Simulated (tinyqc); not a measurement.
Quantum-confined Stark effect in a modulator well: sweeps and comparisons. A value that a table varies takes the place of the one given here.

Envelopes on cells of 0.5 angstrom over the well |z| < L/2 and 45 angstrom of barrier on each side, psi = 0 beyond, psi'/m continuous (mean mass between points), c = hbar^2/2m0. The electron sees + e F z and the hole - e F z, each with its offset in the barriers; 1 kV/cm = 1e-5 eV/angstrom. Light holes, band mixing and escape by tunnelling are left out.

Exciton: in-plane function exp(-rho/lam), 1/mu = 1/me + 1/mp, E(lam) = c/(mu lam^2) - (q/eps) times the integral over k of Fm(k)(1 + (k lam/2)^2)^(-3/2), Fm(k) the double integral of psi_e^2 psi_h^2 exp(-k |z - z'|), q = e^2/(4 pi eps0); binding Eb = -E at the minimum. Line at Eg + E_e + E_h - Eb, strength proportional to overlap^2/lam^2.

Constants: hbar^2/2m0 = 3.80998211 eV angstrom^2; e^2/(4 pi eps0) = 14.39964547 eV angstrom; hc = 1239.841984 eV nm.

Inputs chosen for the exercise (near those of a Ge well in SiGe, direct gap; shifted at random, so the results belong to these values and not to a real crystal): L = 120 angstrom (well width); Vc = 0.397 eV (conduction offset); Vv = 0.103 eV (heavy-hole offset); me = 0.0409 m0 (electron, well); meb = 0.0555 m0 (electron, barrier); mh = 0.219 m0 (heavy hole along z, well); mhb = 0.237 m0 (heavy hole, barrier); Eg = 0.856 eV (gap of the well); mp = 0.074 m0 (heavy hole in the plane); eps = 15.8 (dielectric constant); Fs = (0, 12, 24, 37, 51, 65, 82) kV/cm (fields); Ls = (50, 66, 84, 104, 126, 150, 170) angstrom (widths); F_L = 37 kV/cm (field for this table); F = 37 kV/cm (field).

## Raising the field

All quantities anew; shifts from zero field.

Results:
```
F (kV/cm)  dE_e (meV)  dE_h (meV)  Eb (meV)  line shift (meV)  overlap^2  relative strength
0                0.00        0.00      3.76              0.00      0.998              1.000
12              -0.10       -0.44      3.74             -0.52      0.971              0.964
24              -0.41       -1.73      3.68             -2.06      0.900              0.871
37              -0.98       -3.94      3.59             -4.75      0.796              0.740
51              -1.85       -7.09      3.49             -8.67      0.677              0.600
65              -2.99      -10.87      3.39            -13.49      0.566              0.478
82              -4.72      -16.12      3.27            -20.36      0.450              0.358
```

The line shift grows with exponent 1.97 in F at low field and 1.77 at the end, as the carriers come up against opposite walls and the dipole begins to saturate. The hole gives 81 % of the level shift in the second row and 77 % in the last. The largest shift is 5.4 times the zero-field binding, yet 87 % of the binding survives, since the walls stop the field from pulling the pair apart. Half the strength is gone between 51 and 65 kV/cm.

## Width of the well

Zero-field line, its shift at F_L and the relative strength.

Results:
```
L (angstrom)  line at F = 0 (nm)  Eb (meV)  shift (meV)  relative strength  shift x strength (meV)
50                        1235.8      4.29        -0.59              0.987                    0.58
66                        1292.0      4.16        -1.00              0.971                    0.97
84                        1333.6      4.02        -1.80              0.931                    1.67
104                       1363.8      3.87        -3.19              0.845                    2.69
126                       1385.7      3.72        -5.44              0.694                    3.78
150                       1401.7      3.57        -8.78              0.493                    4.33
170                       1411.0      3.46       -12.23              0.335                    4.10
```

The shift grows with exponent 1.93 in L over the first two rows and 2.64 over the last two, against 4 for hard walls at second order; leakage lowers it in narrow wells and saturation in wide ones. The strength falls from 0.99 to 0.34, and the product of the two is largest at 150 angstrom.

## What each parameter does

Zero-field line, shift at F, overlap^2 and Eb at F. Each row changes one parameter from the base and keeps the others.

Results:
```
case              line (nm)  shift (meV)  overlap^2  Eb (meV)
base                 1380.6        -4.75      0.796      3.59
L = 110 angstrom     1370.7        -3.72      0.851      3.71
F = 30 kV/cm         1380.6        -3.18      0.854      3.64
Vc = 0.318 eV        1383.6        -4.86      0.790      3.57
Vv = 0.129 eV        1380.1        -4.45      0.812      3.62
me = 0.047 m0        1385.5        -4.76      0.790      3.82
mh = 0.186 m0        1379.3        -4.61      0.813      3.59
eps = 14.2           1381.8        -4.71      0.796      4.30
```

The largest shifts from the base row, up to three for each result and ties (the steps differ in size, so this ranks the rows, not the parameters). line (nm): L -9.9, me +4.9, Vc +3.0; unchanged at the printed digits by F. shift (meV): F +1.57, L +1.02, Vv +0.30. overlap^2: F +0.058, L +0.055, mh +0.017; unchanged at the printed digits by eps. Eb (meV): eps +0.71, me +0.23, L +0.11; unchanged at the printed digits by mh.

tinyqc: `OMP_NUM_THREADS=1 python tinyqc.py 1251081 1251082 out.jsonl`; about 0.1 s, one thread, shared Intel(R) Xeon(R) Processor @ 2.30GHz.
